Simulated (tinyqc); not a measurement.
Concentration-dependent dopant diffusion with charged defects and the built-in field: one step, computed by the program tinyqc. Command: `OMP_NUM_THREADS=1 python tinyqc.py 3003937 3003938 out.jsonl extrinsic walk`. One thread of a shared host (Intel(R) Xeon(R) Processor @ 2.30GHz), about 0.07 s of CPU time with the checks.

A constant source C_s feeds a half space. The dopant moves through neutral point defects and through charged ones, whose number grows with the majority carrier density n.

Question. Diffusivity at the surface. n = C/2 + sqrt(C^2/4 + n_i^2); D(C) = h [Dx + D1 (n/n_i)], h = 1 + C/sqrt(C^2 + 4 n_i^2).

Inputs (values chosen for the exercise, modelled on arsenic in silicon): surface concentration C_s = 1.5e+20 1/cm^3; temperature T = 1125 C.

Field enhancement: on.

n_i = 1.340748e+19 1/cm^3

partial diffusivities (cm^2/s): Dx 3.811947e-15, D1 4.345373e-14

intrinsic diffusivity D_i = 4.726567e-14 cm^2/s

Give: n/n_i; field factor h; surface diffusivity D_s; enhancement D_s/D_i.

Answer.

n/n_i = 11.28

field factor h = 1.984

surface diffusivity D_s = 9.799e-13 cm^2/s

enhancement D_s/D_i = 20.73

C_s is 11.2 times n_i: diffusion is extrinsic near the surface. At such a C_s dopants can cluster or exceed their solubility, which the model leaves out.
